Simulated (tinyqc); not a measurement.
Worked calculation: strain, valley repopulation and piezoresistance in a many-valley conduction band. Computed by tinyqc, a small Python program that keeps every step. Command: `OMP_NUM_THREADS=1 python tinyqc.py 3019381 3019382 out.jsonl valleys walk`. One thread of a shared host (Intel(R) Xeon(R) Processor @ 2.30GHz), about 0.02 s of CPU time with the checks. Intermediate numbers are printed to about 5 digits and carried at full precision; extremes and crossings named in words are read from the listed rows.

Valleys are ellipsoids with mass m_l along the axis a and m_t across it, parabolic, with one constant relaxation time; strain shifts the valleys and leaves the masses alone. Currents are taken along [111], along the load, and along [1-10], across the load.

Inputs (values chosen for the exercise, modelled on germanium):

| quantity | value | unit |
|---|---|---|
| longitudinal mass m_l | 1.56 | m_0 |
| transverse mass m_t | 0.0833 | m_0 |
| shear deformation potential Xi_u | 16.6 | eV |
| dilation deformation potential Xi_d | -4.5 | eV |
| C11 | 127 | GPa |
| C12 | 48.4 | GPa |
| C44 | 66.9 | GPa |
| stress X (tension positive) | -99 | MPa |
| electron density n | 2.9e+15 | 1/cm^3 |
| relaxation time tau | 300 | fs |
| temperature T | 300 | K |

Valley axes: <111> (4 valleys). Load: uniaxial [111].

Constants: k_B = 8.617333262e-05 eV/K; m_0 = 9.1093837015e-31 kg; k_B = 1.380649e-23 J/K; hbar = 1.054571817e-34 J s; e = 1.602176634e-19 C.

## Strain

Compliances S11 = (C11 + C12)/((C11 - C12)(C11 + 2 C12)), S12 = -C12/((C11 - C12)(C11 + 2 C12)), S44 = 1/C44; stress sigma_ij = X n_i n_j for the unit vector n of the load; e_xx = S11 sigma_xx + S12 (sigma_yy + sigma_zz), e_xy = S44 sigma_xy/2 (tensor strain).

strain tensor (%):
```
           x          y          z
x  -0.014745  -0.024664  -0.024664
y  -0.024664  -0.014745  -0.024664
z  -0.024664  -0.024664  -0.014745
```

## Valley shifts

Herring-Vogt shift of a valley with unit axis a: dE = Xi_d tr(e) + Xi_u a.e.a.

shifts dE (meV): [111] -8.6454, [-111] 2.2723, [1-11] 2.2723, [11-1] 2.2723

splitting (highest minus lowest) = 10.918 meV

Lowest: [111]; the splitting is 0.422 k_B T.

## Populations

Each of the 4 valleys holds n_v = N_v (2/sqrt(pi)) F_1/2((E_F - dE_v)/(k_B T)), N_v = 2 (m_d k_B T/(2 pi hbar^2))^(3/2), m_d = (m_l m_t^2)^(1/3); E_F solves sum n_v = n and is counted from the unstrained edge. F_j(eta) = int_0^infinity x^j/(1 + exp(x - eta)) dx, without a gamma-function factor. It is evaluated after integrating by parts. Integrals over x = E/(k_B T) use 160 Gauss-Legendre points in u = sqrt(x) from 0 to sqrt(max(eta, 0) + 32).

Fermi level E_F = -212.62 meV

share of the electrons: [111] 0.33708, [-111] 0.22097, [1-11] 0.22097, [11-1] 0.22097

## Mobility tensor and resistance change

Mobility tensor mu = e tau sum_v (n_v/n) [1/m_t + (1/m_l - 1/m_t) a a^T]; unstrained mu_0 = e tau (1/m_l + 2/m_t)/3; resistivity along d from the inverse tensor, rho_d = d.mu^-1.d/(n e), mobility along d = 1/(d.mu^-1.d); gauge pi_d = (rho_d/rho_0 - 1)/X.

mobility tensor (cm^2/(V s)):
```
        x       y       z
x  4335.6  -232.1  -232.1
y  -232.1  4335.6  -232.1
z  -232.1  -232.1  4335.6
```

unstrained mobility mu_0 = 4335.6 cm^2/(V s)

mobility along the first direction = 3871.5 cm^2/(V s)

mobility along the second direction = 4567.7 cm^2/(V s)

resistance change along the first direction = 11.988 %

resistance change along the second direction = -5.0804 %

The mobility lies between e tau/m_l = 338 and e tau/m_t = 6330; the trace stays at 3 mu_0. Along the first direction the filled valleys present more of their heavy mass.

## Linear piezoresistance coefficients

With eta_0 the reduced Fermi level without strain, r = F_-1/2(eta_0)/(2 F_1/2(eta_0)) (1 for a classical gas) and c = r (Xi_u/k_B T) (m_l - m_t)/(2 m_l + m_t): pi44 = -c S44/3, pi11 = pi12 = 0.

eta_0 = -8.1889

degeneracy factor r = 0.99990

pi11 = 0 1e-11/Pa

pi12 = 0 1e-11/Pa

pi44 = -147.48 1e-11/Pa

The gas is classical, so the coefficients follow 1/T.

## Full result against the linear law

Linear theory: pi_l = (pi11 + 2 pi12 + 2 pi44)/3, pi_t = (pi11 + 2 pi12 - pi44)/3.

Resistance changes (%); at 2000 MPa the strain is near or above 1 %, where band warping, left out here, matters:

| X (MPa) | splitting (meV) | largest share | first direction | linear | second direction | linear |
|---|---|---|---|---|---|---|
| -2000 | 220.56 | 0.99941 | 1170.0 | 196.63 | -31.536 | -98.317 |
| -1000 | 110.28 | 0.95957 | 683.0 | 98.32 | -30.369 | -49.158 |
| -400 | 44.11 | 0.64737 | 95.5 | 39.33 | -19.630 | -19.663 |
| -150 | 16.54 | 0.38727 | 20.3 | 14.75 | -7.781 | -7.374 |
| -50 | 5.51 | 0.29207 | 5.5 | 4.92 | -2.521 | -2.458 |
| 50 | 5.51 | 0.26261 | -4.4 | -4.92 | 2.381 | 2.458 |
| 150 | 16.54 | 0.28350 | -11.0 | -14.75 | 6.583 | 7.374 |
| 400 | 44.11 | 0.31431 | -19.2 | -39.33 | 13.455 | 19.663 |
| 1000 | 110.28 | 0.33178 | -23.2 | -98.32 | 17.758 | 49.158 |
| 2000 | 220.56 | 0.33331 | -23.5 | -196.63 | 18.151 | 98.317 |

Along the first direction the linear law holds within 10 % for 1 of the 10 stresses, at 50.0 MPa. At the largest compression the full change is +1170.0 % against the linear +196.6 %, at the largest tension -23.5 % against -196.6 %: once the splitting is comparable with k_B T (or E_F) the populations no longer follow it linearly, and the change must saturate when the upper valleys are empty.

Checks made by the program: trace of the tensor against 3 mu_0 (relative difference below 1e-10); linear coefficients against the full calculation at 0.01 MPa (relative difference 2e-05).
